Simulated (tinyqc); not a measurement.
# Ballistic Schottky-barrier transistor with a two-dimensional channel, WKB contacts: barrier height from the temperature dependence

Source Fermi level 0, drain Fermi level -Vd. Far from the contacts Ec = pn - psi, and the gate moves psi one to one; the band edges relax as exp(-x/lam) from pn at the source and pn - Vd at the drain; Ev = Ec - Eg. A carrier of energy w inside the channel band meets at a contact a barrier of height D (the contact edge beyond the channel edge): T = 1 for w >= D, else exp(-S), S = 4 lam sqrt(m/C) [sqrt(D - w) - sqrt(w) arctan sqrt((D - w)/w)], C = hbar^2/(2 m0). The two contacts combine as Ts Td/(Ts + Td - Ts Td).

I/W = g (2 q^2/h) int T(w) [N(Es + w) - N(Ed + w)] dw with w the energy of motion along the channel, N(y) = (1/2 pi) sqrt(pi m kB T/C) Fm(-y/kB T), Fm(x) = (1/sqrt(pi)) int_0^infinity u^(-1/2)/(1 + exp(u - x)) du. Electrons: Ds = psi, Dd = psi - Vd, Es = Ec, Ed = Ec + Vd. Holes: Ds = -psi, Dd = Vd - psi, Es = -Ev, Ed = -Ev - Vd. The size of each current is taken; both flow from drain to source and add. The integrals are converged. The apparent barrier is -d ln(I_e/T^1.5)/d(q/kB T), taken between T - 10 K and T + 10 K for the electron current.

Values chosen for this exercise; channel values close to those of a tungsten diselenide layer: temperature T = 300 K; barrier for electrons at both contacts pn = 0.9 eV; electron mass mn = 0.37 m0; valleys or subbands g = 2; screening length at the contacts lam = 2.8 nm; drain bias Vd = 0.05 V.

Constants: q = 1.602176634e-19 C, kB = 1.380649e-23 J/K, hbar = 1.054571817e-34 J s, h = 6.62607015e-34 J s, m0 = 9.1093837015e-31 kg, Vt = kB T/q, hbar^2/(2 m0) = 0.0380998212 eV nm^2. Results are converted to the units shown.

Barrier height from the temperature dependence:
```
ps (V),electrons (uA/um),Ec (eV),apparent barrier (eV)
-0.25,2.32e-17,1.15,1.14
-0.18,3.48e-16,1.08,1.07
-0.11,5.22e-15,1.01,1.00
-0.04,7.83e-14,0.94,0.93
0,3.68e-13,0.90,0.89
0.1,1.73e-12,0.80,0.84
0.17,4.51e-12,0.73,0.81
0.24,1.23e-11,0.66,0.76
0.31,3.65e-11,0.59,0.71
0.38,1.19e-10,0.52,0.66
0.45,4.20e-10,0.45,0.60
```

For psi < 0 the channel edge is the highest point, and the apparent barrier follows Ec one to one (1.14 eV against 1.15). At flat band it is 0.892 eV (psi = 0 V), near pn = 0.9 eV. Beyond, the top stays at pn but tunnelling lowers the apparent value to 0.604 eV in the last row, so only the point where the line bends gives the true barrier.

Range of the model: No scattering, image-force lowering, channel charge or band-to-band tunnelling; parabolic kappa overstates S deep in the gap.

Program tinyqc, `OMP_NUM_THREADS=1 python tinyqc.py 2390122 2390123 out.jsonl`; Intel Xeon 2.30GHz, shared host, one thread, about 0.3 s.
